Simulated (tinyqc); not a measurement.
Plane-wave Kohn-Sham cycle with exchange-only LDA in a layered model solid, step by step. One step of it, computed by the program tinyqc.

Question. Iteration 1: levels at that k. Diagonalise the Hermitian matrix.

H (hartree), lower triangle:
```
           -3         -2         -1         +0         +1         +2        +3
-3   4.087590
-2  -0.125000   1.535839
-1   0.000000  -0.125000   0.118200
+0   0.000000   0.000000  -0.125000  -0.165328
+1   0.000000   0.000000   0.000000  -0.125000   0.685256
+2   0.000000   0.000000   0.000000   0.000000  -0.125000   2.669951
+3   0.000000   0.000000   0.000000   0.000000   0.000000  -0.125000  5.788757
```

Give: eigenvalues.

Answer.

eigenvalues (hartree): -0.2287  0.1519  0.6960  1.5408  2.6728  4.0937  5.7938
